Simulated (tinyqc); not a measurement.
Inside a calculation: metal-induced gap states at the contact of a metal chain and a two-band chain. Values are carried at full precision from step to step, so a last printed digit may differ when a step is redone from the rounded ones.

The semiconductor alternates sites A at -Eg/2 and C at +Eg/2 with hopping -t; the gap runs from -Eg/2 to Eg/2. In the gap cosh(q a) = 1 + (Eg^2/4 - E^2)/(2 t^2) and the amplitude changes by -exp(-q a) a period. The metal has site energy 0 and hopping -tm; its end site has g_m = (E - i sqrt(4 tm^2 - E^2))/(2 tm^2). Sites 1, 2, ... count into the semiconductor, with energies e1, e2 alternating. The clean half chain has g1 = 1/(E - e1 - t^2 g2), g2 = 1/(E - e2 - t^2 g1), decaying root. With the contact G11 = 1/(1/g1 - tc^2 g_m), and the density on site j is -Im G_jj/pi = |psi_j/psi_1|^2 (-Im G11/pi), per spin, with psi_2/psi_1 = -t g2, psi_3/psi_2 = -t g1.

Constants: e^2/(4 pi eps0) = 14.39964547 eV angstrom.

Values chosen for the exercise (gap and optical dielectric constant near those of GaN; the chain itself is a model; shifted at random, so the results belong to these values and not to a real crystal):
```
symbol  value  unit      meaning
Eg      3.48   eV        gap
t       1.92   eV        hopping in the semiconductor
a       3.19   angstrom  period (two sites); one chain for each area a^2
E       1.12   eV        energy from mid-gap
tm      3.04   eV        hopping in the metal
tc      1.44   eV        hopping across the contact
end     C                site that touches the metal
eps     5.5              dielectric constant
```

## Decay in the gap

Form cosh(q a), l = exp(-q a), q and the decay length 1/(2q) of the density.

cosh(q a) = 1.24051
l = 0.50644
q = 0.21328 1/angstrom
xi, the decay length of the density = 2.344 angstrom

## Green functions

The decaying root is g1 = (1 - l)/(E - e1), g2 = (1 - l)/(E - e2), l = exp(-q a). Form them, g_m and G11.

g1, g2 (1/eV): [-0.79607, 0.17257]

g_m = 0.06060-0.32332i 1/eV
G11 = -0.58579-0.28421i 1/eV

## Density site by site

D1 = -Im G11/pi, D2 = (t g2)^2 D1, and each further period multiplies by l^2. The sum over all sites is (D1 + D2)/(1 - l^2). The Green functions stand in the order g1, g2.

density on sites 1 to 8 (1/eV): [0.09047, 0.00993, 0.02320, 0.00255, 0.00595, 0.00065, 0.00153, 0.00017]

Ds, the density per spin summed over the semiconductor = 0.13503 1/eV

The first period holds 74 % of the gap states at this energy.

## Pinning factor

Gap states per area N = 2 Ds/a^2 (two spins). Charge in them sits a distance xi from the metal, so S = 1/(1 + 4 pi e^2 N xi/eps), e^2 meaning e^2/(4 pi eps0); S is the change of the barrier per change of the metal work function.

N = 2.654e+14 1/(eV cm^2)
4 pi e^2 N xi/eps = 2.0470
S = 0.3282

Partial pinning, between the Bardeen (0) and Schottky (1) limits.

## Checks

- g1 from the closed form against decimation: both -0.796067.

Program tinyqc; command `OMP_NUM_THREADS=1 python tinyqc.py 1480129 1480130 out.jsonl`; about 0.01 s on one thread of a shared Intel(R) Xeon(R) Processor @ 2.30GHz.
